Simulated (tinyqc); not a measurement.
# Current crowding under a contact, resistor ladder against the transmission-line model: two studies

A metal contact of length d and width W on a thin layer of the same width. The metal has no resistance, the sheet resistance under it equals Rsh, and current enters the layer at the front edge x = 0.

Parameters, values chosen for the exercise:
- Rsh = 1200 ohm/sq (sheet resistance of the semiconductor layer)
- rc = 2.4e-6 ohm cm^2 (specific contact resistivity)
- d = 0.58 um (contact length)
- W = 2.7 um (contact width)

Each table varies one quantity; the others keep the values above.

## Effect of the contact resistivity

Transfer length Lt = sqrt(rc/Rsh); front resistance Rc = (Rsh Lt/W) coth(d/Lt); end resistance Re = (Rsh Lt/W)/sinh(d/Lt).

Results:
```
rc (ohm cm^2)	Lt (um)	d/Lt	Rc W (ohm um)
5.8e-8	0.06952	8.343	83.43
1.3e-7	0.1041	5.572	124.9
3.1e-7	0.1607	3.609	193.2
1.6e-6	0.3651	1.588	476.3
3.7e-6	0.5553	1.045	854.6
8.4e-6	0.8367	0.6932	1673
1.9e-5	1.258	0.4609	3505
4.4e-5	1.915	0.3029	7817
0.0001	2.887	0.2009	1.747e4
```

Estimate the missing row, rc = 7e-7 ohm cm^2.

Computed row:
```
rc (ohm cm^2)	Lt (um)	d/Lt	Rc W (ohm um)
7e-7	0.2415	2.401	294.6
```

With this row back in the table: Rc W rises from 83.4 to 17500 ohm um, as rc^(0.50) between the first two rows (d/Lt = 8.3) and rc^(0.98) between the last two (d/Lt = 0.20); a long contact gives the power 1/2 and a short one 1.

## Effect of the contact length

Same model as above.

Effect of the contact length:
```
d (um)	d/Lt	Rc W (ohm um)	rc/d (ohm um)	Re/Rc
0.053	0.1185	4549	4528	0.9930
0.089	0.1990	2732	2697	0.9805
0.15	0.3354	1660	1600	0.9463
0.26	0.5814	1025	923.1	0.8519
0.43	0.9615	720.4	558.1	0.6671
0.73	1.632	579.3	328.8	0.3766
1.2	2.683	541.7	200.0	0.1360
2.1	4.696	536.7	114.3	0.01827
```

What does the comparison show?

Rc W falls from 4550 to 537 ohm um, as d^(-0.98) between the first two rows. It levels off at sqrt(rc Rsh) = 537 ohm um and, among the rows, is within 5 % of that from d = 1.2 um on (Lt = 0.447 um): metal beyond two transfer lengths lowers Rc by less than 4 %.

Computed by the program tinyqc: `OMP_NUM_THREADS=1 python tinyqc.py 2760159 2760160 out.jsonl`, one thread of a shared Intel Xeon 2.30GHz, about 0.01 s for the whole run.
